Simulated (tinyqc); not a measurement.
Long-channel MOSFET, surface-potential model: one step of the calculation.

n-channel transistor on a uniformly doped p-type body, gradual-channel approximation, constant mobility, Boltzmann statistics, full ionisation. Potentials are counted from the neutral body; V is the electron quasi-Fermi potential, Vsb at the source and Vsb + Vds at the drain. Charges are magnitudes per area.

Task. Inversion charge along the channel. The surface potential psi at channel potential V solves Vgs + Vsb - Vfb - psi = gamma sqrt(G), G = psi - Vt + Vt exp((psi - 2 phiF - V)/Vt). Charge sheet: Qi = Cox gamma [sqrt(G) - sqrt(psi - Vt)]. Pao-Sah: Qi = (Cox gamma/2) integral from 3 Vt to psi of exp((u - 2 phiF - V)/Vt)/sqrt(G(u, V)) du.

Values chosen for this exercise; material values close to those of 4H silicon carbide: temperature T = 300 K; flat-band voltage Vfb = -2.54 V; source-body reverse bias Vsb = 0 V; gate-source voltage Vgs = 2.6 V.

Constants: q = 1.602176634e-19 C, kB = 1.380649e-23 J/K, Vt = kB T/q. Results are converted to the units shown.

V, point 0 to 10 (V): 0  0.02  0.04  0.06  0.08  0.1  0.12  0.14  0.16  0.18  0.2
phiF = 1.5107198 V
Cox = 0.12727895 uF/cm^2
gamma = 1.1395844 V^0.5

Give: psi; Qi, charge sheet; Qi, Pao-Sah.

Result.

```
point  psi (V)  Qi, charge sheet (nC/cm^2)  Qi, Pao-Sah (nC/cm^2)
0         3.08                        9.16                   9.20
1         3.09                        6.98                   7.01
2         3.10                        5.04                   5.06
3         3.11                        3.39                   3.41
4         3.12                        2.11                   2.12
5         3.12                        1.20                   1.20
6         3.13                       0.630                  0.633
7         3.13                       0.313                  0.314
8         3.13                       0.150                  0.151
9         3.13                      0.0704                 0.0707
10        3.13                      0.0328                 0.0329
```

At the source the charge-sheet charge is 0.42 % below the Pao-Sah one.

Numbers from tinyqc (`OMP_NUM_THREADS=1 python tinyqc.py 2360022 2360023 out.jsonl`; about 0.03 s on one thread of a shared Intel Xeon 2.30GHz).
